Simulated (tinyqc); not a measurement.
Interface roughness in a thin film (subband fluctuation and scattering): one step. Scattering time and mobility. Two cases, with inputs chosen for the exercise.

Task: Integrate over theta.

Gaussian roughness spectrum S(q) = pi D^2 Lc^2 exp(-q^2 Lc^2/4). Degenerate gas, taken to fill one subband (the second starts to fill once c kF^2/md exceeds E2 - E1, which is not tested here): kF = sqrt(2 pi Ns/gv), q = 2 kF sin(theta/2), 1/tau = (md/(2 pi c hbar)) G^2 times the integral from 0 to pi of S(q)(1 - cos theta)/eps(q)^2 dtheta, eps(q) = 1 + qs/q with screening (qs = gv md q0/(c eps), q0 = e^2/(4 pi eps0), form factors left out, which overstates the screening; other scattering is left out too, so these values lie far above measured mobilities in all but the thinnest films) or 1 without; mobility = tau c2/md with c2 = e/m0 = 1.75882e15 cm^2/(V s^2); 1e12/cm^2 = 1e-4/angstrom^2.

Constants: hbar^2/2m0 = 3.80998211 eV angstrom^2; hbar = 6.58211957e-16 eV s; e^2/(4 pi eps0) = 14.39964547 eV angstrom.

Give: a table of case, integral, tau (fs), mobility (cm^2/(V s)).

Case 1.

Values chosen (near those of a thin Si channel on (100), two-fold valleys; the results hold for these values, not for the real material): md = 0.189 m0 (mass in the plane); gv = 2 (valleys); D = 3.5 angstrom (rms height of the roughness); Lc = 46 angstrom (correlation length); Ns = 4.6 x 1e12/cm^2 (sheet density); eps = 7.6 (mean dielectric constant at the channel).

G = |dE1/dt| = 1.330648 meV/angstrom

Result:

Results:
```
case      integral   tau (fs)  mobility (cm^2/(V s))
bare        0.4527       1277              1.188e+04
screened   0.02140  2.702e+04              2.515e+05
```

Screening raises the mobility by a factor 21.2. With it kF l = 2.39e+03, so by this rate the carriers are far from localisation. Phonons, and the gate field that presses carriers to the wall, limit real channels far below this value.

Case 2.

Values chosen (near those of a thin GaN channel; the results hold for these values, not for the real material): md = 0.198 m0 (mass in the plane); gv = 1 (valleys); D = 2.2 angstrom (rms height of the roughness); Lc = 32 angstrom (correlation length); Ns = 2.7 x 1e12/cm^2 (sheet density); eps = 9.5 (mean dielectric constant at the channel).

G = |dE1/dt| = 9.643998 meV/angstrom

Result:

Results:
```
case      integral  tau (fs)  mobility (cm^2/(V s))
bare        0.9505     57.82                  513.6
screened    0.1836     299.3                   2659
```

Screening raises the mobility by a factor 5.2. With it kF l = 29.7, so by this rate the carriers are far from localisation. G D = 21.2 meV is more than half of EF - E1 = 32.6 meV, though, which makes the Born rate doubtful.

Computed by tinyqc, one run a case: `OMP_NUM_THREADS=1 python tinyqc.py N N+1 out.jsonl` with N = 1281259, 1281301; one thread of a shared Intel(R) Xeon(R) Processor @ 2.30GHz, about 0.01 s a run at most.
